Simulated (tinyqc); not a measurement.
Liquidus of a compound AB in a simple-solution melt, liquid-phase epitaxy and vapour pressures: one step, computed by the program tinyqc.

x is the atom fraction of B in the melt. The melt is a simple solution: R T ln gamma_B = W (1 - x)^2, R T ln gamma_A = W x^2, W = a + b T. The solid AB is stoichiometric.

Problem. Layer thickness. Semi-infinite melt (Hsieh): step d = 2 dT sqrt(D t/pi)/(C_S m); ramp d = (4/3) c sqrt(D/pi) t^(3/2)/(C_S m); supercooling is their sum. A melt of depth w can give at most w (undercooling)/(C_S m).

Inputs (values chosen for the exercise, modelled on GaSb for the melt):

| quantity | value | unit |
|---|---|---|
| saturation temperature T | 745 | K |
| step dT | 12 | K |
| cooling rate c | 1.7 | K/min |
| growth time t | 0.43 | min |
| diffusivity in the melt D | 9.6e-05 | cm^2/s |
| melt depth w | 5.2 | mm |

Growth programme: step cooling.

C_S = 1.765733e+22 1/cm^3

slope m = 6.958218e-20 K cm^3

Give: thickness d; largest thickness from this melt; sqrt(D t)/w.

Solution.

thickness d = 5.485 micrometre

largest thickness from this melt = 50.79 micrometre

sqrt(D t)/w = 0.09571

The layer uses 11 % of what the melt could give. Caution: over so large an undercooling the liquidus slope is not constant.
